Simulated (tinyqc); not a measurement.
Band bending at a free surface with a continuum of surface states, surface photovoltage and Kelvin probe: one step of the calculation.

n-type bulk, xi = Ec - EF = Vt ln(Nc/Nd), p0 = ni^2/Nd, ni = sqrt(Nc Nv) exp(-Eg/(2 Vt)), Eg in volts. b is the upward band bending, u = b/Vt. Space charge per area, in units of q: Qc = sign(b) sqrt((2 eps0 eps_r Vt/q) [(Nd + dn)(exp(-u) - 1) + Nd u + (p0 + dn)(exp(u) - 1)]), with dn the excess density under light (flat quasi-Fermi levels; 0 in the dark). The states hold -Ds (E0 - xi - b): negative while the Fermi level lies above the neutrality level. Neutrality: Qc + Qf + (charge of the states) = 0.

Problem. Band bending in the dark. Fixed-point step: b(new) = E0 - xi - (Qc(b) + Qf)/Ds.

Inputs (values chosen for the exercise); band and dielectric values close to those of silicon: temperature T = 350 K; band gap Eg = 1.13 eV; relative permittivity eps_r = 11.5; conduction-band density of states at T Nc = 3.49e19 cm^-3; valence-band density of states at T Nv = 3.33e19 cm^-3; donor density Nd = 4.6e16 cm^-3; fixed positive charge at the surface Qf = 0 cm^-2; density of surface states Ds = 1.2e13 cm^-2 eV^-1; depth of their neutrality level below the conduction edge E0 = 0.49 eV.

Constants: q = 1.602176634e-19 C, kB = 1.380649e-23 J/K, Vt = kB T/q, eps0 = 8.8541878128e-14 F/cm where lengths are in cm. Results are converted to the units shown.

b after iteration 1 = 0.26150013 V

Give: b after iteration 2.

Solution.

b after iteration 2 = 0.25934 V

Numbers from tinyqc (`OMP_NUM_THREADS=1 python tinyqc.py 2430101 2430102 out.jsonl`; about 0.01 s on one thread of a shared Intel Xeon 2.30GHz).
